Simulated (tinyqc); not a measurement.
Switching kinetics of a ferroelectric film and the memory window of a ferroelectric gate stack: one step, computed by the program tinyqc.

Fields in MV/cm; 1 microcoulomb/cm^2 over eps_0 is 11.29409 MV/cm. In the stack (metal, ferroelectric, interlayer, channel) the channel is taken as a conductor.

Question. Fields in the stack. Series stack: V = E_F t_F + E_I t_I and eps_I E_I = eps_F E_F + (1 - s) P/eps_0. Before switching P = -P_r, after it P = +P_s; in retention V = 0 and P = +P_r.

Inputs (values chosen for the exercise, for a model hafnia-based film):
```
quantity                                 value               unit
saturation polarisation P_s                 14  microcoulomb/cm^2
ratio P_r/P_s                              0.7                  -
coercive field E_c                         1.5              MV/cm
permittivity of the ferroelectric eps_F     42                  -
thickness t_F                               15                 nm
permittivity of the interlayer eps_I       7.5                  -
interlayer thickness t_I                   1.5                 nm
share s of P screened by trapped charge   0.73                  -
pulse height V                             4.8                  V
breakdown field of the interlayer           15              MV/cm
```

Give: E_F before switching; E_F after switching; E_I after switching; depolarising field in retention; depolarising field over E_c.

Answer.

E_F before switching = 2.3067 MV/cm

E_F after switching = 1.6864 MV/cm

E_I after switching = 15.136 MV/cm

depolarising field in retention = 0.25542 MV/cm

depolarising field over E_c = 0.17028

Caution: the interlayer field exceeds its breakdown field, so charge injection would change the fields.
